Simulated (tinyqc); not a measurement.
Transverse acoustic branch against its sound line: Keating valence-force model of a tetrahedral crystal. Computed by tinyqc, a small Python program. Command: `OMP_NUM_THREADS=1 python tinyqc.py 3029863 3029864 out.jsonl keating walk`. One thread of a shared host (Intel(R) Xeon(R) Processor @ 2.30GHz), about 0.03 s of CPU time with the checks.

Atom A sits at 0 and atom B at a/4 (1,1,1) of an fcc lattice; the four bonds from A are t = a/4 (1,1,1), a/4 (1,-1,-1), a/4 (-1,1,-1), a/4 (-1,-1,1), of length d = sqrt(3) a/4. Energy: E = (3 alpha/(8 d^2)) sum over bonds (r.r - d^2)^2 + (3 beta/(8 d^2)) sum over pairs of bonds at one atom (r_i.r_j + d^2/3)^2; both atoms have the mass M. The cell holds two atoms, Omega = a^3/4. 1 N/m = 1 J/m^2.

Inputs (values chosen for the exercise, for a model crystal):
```
quantity               value      unit
lattice constant a     5.845  angstrom
atomic mass M           18.8         u
bond stretching alpha   32.1       N/m
bond bending beta       6.44       N/m
```

Structure: diamond.

Constants: nu for 1 eV/(angstrom^2 u) = 15.6333042 THz; 1 eV/angstrom^2 = 16.02176634 J/m^2; u = 1.6605390666e-27 kg.

Method:
- C11 = (alpha + 3 beta)/a, C12 = (alpha - beta)/a, C44 = 4 alpha beta/(a (alpha + beta)); with the two sublattices clamped C44(0) = (alpha + beta)/a; internal-strain parameter zeta = (alpha - beta)/(alpha + beta); B = (C11 + 2 C12)/3.
- With displacements u exp(i q.r), each bracket changes by g.u, where g = (g_A, g_B): bond t, g = (-2 t, 2 t exp(i q.t)); pair (i, j) at A, g = (-(t_i + t_j), t_i exp(i q.t_j) + t_j exp(i q.t_i)); pair at B, g = (-t_i exp(-i q.t_j) - t_j exp(-i q.t_i), t_i + t_j). Then D_mn = sum over the 4 bonds and 12 pairs of (4 k/a^2) conj(g_m) g_n / sqrt(M_m M_n), with k = alpha or beta converted to eV/angstrom^2.
- An eigenvalue lambda of D in eV/(angstrom^2 u) gives nu = 15.6333042 THz x sqrt(lambda).
- The sound line is nu = v q/(2 pi) with v = sqrt(C44/rho), rho = (M_A + M_B)/Omega; the clamped line uses C44(0).

C44 = 36.7075 GPa

clamped C44(0) = 65.9367 GPa

Frequencies (THz) along G-X; columns: (1) q (2 pi/a); (2) lowest branch; (3) sound line, relaxed C44; (4) sound line, clamped C44(0); (5) third-lowest frequency; (6) highest frequency:
```
(1)      (2)     (3)     (4)     (5)     (6)
0.05  0.4632  0.4634   0.621   0.717  15.810
0.15  1.3828  1.3903   1.863   2.144  15.756
0.30  2.7193  2.7806   3.727   4.236  15.581
0.45  3.9581  4.1709   5.590   6.228  15.313
0.60  5.0358  5.5612   7.453   8.077  14.994
0.75  5.8709  6.9516   9.317   9.750  14.687
0.90  6.3666  8.3419  11.180  11.221  14.479
1.00  6.4655  9.2687  12.422  12.082  14.435
```

What does the comparison show, and why?

At small q the branch follows the relaxed line (0.999 of it, against 0.746 of the clamped one): in a long shear wave the sublattices shift against each other. At X it reaches 70 % of the relaxed line. Real tetrahedral semiconductors have flatter TA branches than a Keating model fitted to their elastic constants, which needs longer-ranged terms to mend.

Extremes, crossings and ranges named in words are read from the listed rows.
